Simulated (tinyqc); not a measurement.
Worked calculation: MP2 on RHF in the sto-3g basis, for B+, spin multiplicity 1. One step of it, computed by the program tinyqc.

Task: Orthogonalisation. S = U s U^T; symmetric (Loewdin) form X = U s^(-1/2) U^T, so that X^T S X = 1.

overlap S, order 1B 1s, 1B 2s, 1B 2px, 1B 2py, 1B 2pz:
$$\begin{pmatrix}
1.000000 & 0.269328 & 0.000000 & 0.000000 & 0.000000 \\
0.269328 & 1.000000 & 0.000000 & 0.000000 & 0.000000 \\
0.000000 & 0.000000 & 1.000000 & 0.000000 & 0.000000 \\
0.000000 & 0.000000 & 0.000000 & 1.000000 & 0.000000 \\
0.000000 & 0.000000 & 0.000000 & 0.000000 & 1.000000
\end{pmatrix}$$

Give: eigenvalues of S; X.

Result:

eigenvalues of S: [0.7307, 1.0000, 1.0000, 1.0000, 1.2693]

X, order 1B 1s, 1B 2s, 1B 2px, 1B 2py, 1B 2pz:
$$\begin{pmatrix}
1.0287 & -0.1411 & 0.0000 & 0.0000 & 0.0000 \\
-0.1411 & 1.0287 & 0.0000 & 0.0000 & 0.0000 \\
0.0000 & 0.0000 & 1.0000 & 0.0000 & 0.0000 \\
0.0000 & 0.0000 & 0.0000 & 1.0000 & 0.0000 \\
0.0000 & 0.0000 & 0.0000 & 0.0000 & 1.0000
\end{pmatrix}$$
